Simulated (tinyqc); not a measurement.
All hoppings scaled: three-band tight binding of a dichalcogenide monolayer.

Parameters, chosen for this exercise (near a published set for monolayer MoS2; not measured data):
```
symbol  value   unit  meaning
e1      1.041   eV    level of dz2
e2      2.091   eV    level of dxy and dx2-y2
t0      -0.183  eV    hopping
t1      0.4     eV    hopping
t2      0.51    eV    hopping
t11     0.222   eV    hopping
t12     0.332   eV    hopping
t22     0.056   eV    hopping
lam     0.072   eV    spin-orbit constant
```

The six hoppings are multiplied by f; e1, e2 and lam stay (real strain also moves e1 and e2, so this is no model of it). Closed forms: Ev(K) = e2 - (3/2)(t11 + t22) - 3 sqrt3 t12 + lam, Ec(K) = e1 - 3 t0, Ev(Gamma) = e1 + 6 t0.

Gaps (eV):
```
f     direct gap at K  Ev(K) - Ev(Gamma)  Ec(K) - top of valence band
0.85           1.1655             0.2345                       1.1655
0.90           1.3000             0.1823                       1.3000
0.94           1.4077             0.1405                       1.4077
0.97           1.4884             0.1092                       1.4884
1.00           1.5691             0.0779                       1.5691
1.03           1.6499             0.0466                       1.6499
1.06           1.7306             0.0152                       1.7306
1.10           1.8382            -0.0265                       1.8117
```

The direct gap changes by +26.9 meV for each per cent of f. The top of the valence band passes between Gamma and K at f = 1.075; where it is at Gamma the gap to Ec(K) is indirect.

tinyqc: `OMP_NUM_THREADS=1 python tinyqc.py 1452047 1452048 out.jsonl`; about 0.02 s, one thread, shared Intel(R) Xeon(R) Processor @ 2.30GHz.
